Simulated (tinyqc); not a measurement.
A particle near a wafer in liquid: double-layer and van der Waals forces (DLVO), deposition barrier and removal: one step, computed by the program tinyqc.

Sphere and flat wall, Derjaguin approximation, constant potentials in the linear-superposition form, no retardation and no hydration force.

Problem. Energy and force at one gap. U(h) = Z R exp(-kappa h) - A R/(6 h); F(h) = -dU/dh = kappa Z R exp(-kappa h) - A R/(6 h^2), positive for repulsion.

Inputs (values chosen for the exercise, of the order of those for ceria on silica in water):
```
quantity              value  unit
particle radius R        13    nm
Hamaker constant A  1.5e-20     J
temperature T           293     K
gap h                   2.4    nm
```

Z = 9.574551 pN

kappa = 0.4277483 1/nm

Constants: k_B = 1.380649e-23 J/K.

Give: double-layer energy; van der Waals energy; U(h); F(h).

Solution.

double-layer energy = 11.022 k_B T

van der Waals energy = -3.3475 k_B T

U(h) = 7.6746 k_B T

F(h) = 13.430 pN
